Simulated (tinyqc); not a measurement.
## Dose and depth of a threshold implant

Inverse problem. A sheet of D acceptors per cm^2 lies at depth xi inside the depleted layer of a body doped Na. In the depletion approximation VT = Vfb + f2 + q D/Cox + gamma sqrt(f2 + Vsb - q D xi/(eps0 eps_r)), gamma = sqrt(2 eps0 eps_r q Na)/Cox, Cox = eps0 eox/tox. Find gamma, D and xi.

Inputs (values chosen for the exercise); band and dielectric values those of a made-up semiconductor:
```
symbol   value   unit                                                                 meaning
eps_r     9.47                                                          relative permittivity
Na      4.5e16  cm^-3                                       acceptor density deep in the body
eox        3.9         relative permittivity of the gate insulator (close to silicon dioxide)
tox        2.4     nm                                                     insulator thickness
Vfb      -0.92      V                                                       flat-band voltage
f2       0.977      V                                        band bending 2 phiF at threshold
```

Constants: q = 1.602176634e-19 C, eps0 = 8.8541878128e-14 F/cm where lengths are in cm. Results are converted to the units shown.

VT against the source at Vsb = 0 and 1 V (V): [0.17432224, 0.21214212]

Solution. With y^2 = f2 - q D xi/(eps0 eps_r) and d the difference of the thresholds over gamma, sqrt(y^2 + Vsb) - y = d gives y = (Vsb - d^2)/(2 d). The first threshold then gives D, and y^2 gives xi.

gamma = 0.0764 V^0.5
D = 5.30e11 cm^-2
xi = 39.0 nm

tinyqc, about 0.4 s, one thread, Intel Xeon 2.30GHz (shared host): `OMP_NUM_THREADS=1 python tinyqc.py 2080139 2080140 out.jsonl`
